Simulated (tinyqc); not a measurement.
Square on-chip spiral inductor, lumped pi model: two steps of the calculation.

Outer diameter do = di + 2 n wd + 2 (n - 1) sp, mean da = (do + di)/2, fill p = (do - di)/(do + di), length l = 4 n da. L = 2.34 mu0 n^2 da/(1 + 2.75 p), mu0 = 4 pi 1e-7 H/m. Rs = rho l/(wd delta (1 - exp(-th/delta))), delta = sqrt(rho/(pi f mu0)). Cs = n wd^2 eps0 eo/hu across the coil. At each end Cox = l wd eps0 eo/(2 ho) leads to the substrate branch Rsi = 2 rs he/(l wd) in parallel with Csi = l wd eps0 11.7/(2 he). With one end grounded Y = 1/(Rs + i w L) + i w Cs + 1/[1/(i w Cox) + 1/(1/Rsi + i w Csi)], w = 2 pi f; Q = -Im Y/Re Y. Eddy currents in neighbouring turns and in the substrate are left out.

Parameters, values chosen for the exercise; values of the order met in silicon radio-frequency processes:

| symbol | value | unit | meaning |
|---|---|---|---|
| n | 2.5 |  | number of turns |
| wd | 8 | um | line width |
| sp | 3 | um | space between turns |
| di | 80 | um | inner diameter |
| th | 2 | um | metal thickness |
| rho | 3 | uohm cm | metal resistivity |
| ho | 9.1 | um | oxide below the coil |
| hu | 1.2 | um | oxide between coil and underpass |
| eo | 3.9 |  | relative permittivity of the oxide |
| rs | 1 | ohm cm | substrate resistivity |
| he | 80 | um | effective spreading depth in the substrate |
| f | 1 | GHz | frequency |

Constants: eps0 = 8.8541878128e-12 F/m. Results are converted to the units shown.

Question 1. Geometry and model elements. do, l, L, delta, Rs, Cs, Cox, Rsi and Csi as defined.

Find: do; l; L; delta; Rs; Cs; Cox; Rsi; Csi.

Answer 1.

do = 129.00 um
l = 1045.0 um
L = 1.1677 nH
delta = 2.7566 um
Rs = 2.7554 ohm
Cs = 4.6042 fF
Cox = 15.862 fF
Rsi = 191.39 ohm
Csi = 5.4128 fF

Question 2. Admittance, quality factor and apparent inductance. Series branch 1/(Rs + i w L), substrate branch, total Y, Q = -Im Y/Re Y, apparent inductance Im(1/Y)/w, metal-only value w L/Rs, share of the loss in the substrate Re(substrate branch)/Re Y.

L = 1.1676848 nH
Rs = 2.7553607 ohm
Cs = 4.6041777 fF
Cox = 15.861645 fF
Rsi = 191.38756 ohm
Csi = 5.4127864 fF

Give: series branch; substrate branch; Y; Q; apparent inductance; w L/Rs; share of the loss in the substrate.

Answer 2.

series branch = 44.9-119.5i mS
substrate branch = 0.00190+0.09961i mS
Y = 44.9-119.3i mS
Q = 2.660
apparent inductance = 1.169 nH
w L/Rs = 2.663
share of the loss in the substrate = 0.004234 %

Q is 99.9 % of the metal-only value.

Numbers from tinyqc (`OMP_NUM_THREADS=1 python tinyqc.py 2302045 2302046 out.jsonl`; about 0.01 s on one thread of a shared Intel Xeon 2.30GHz).
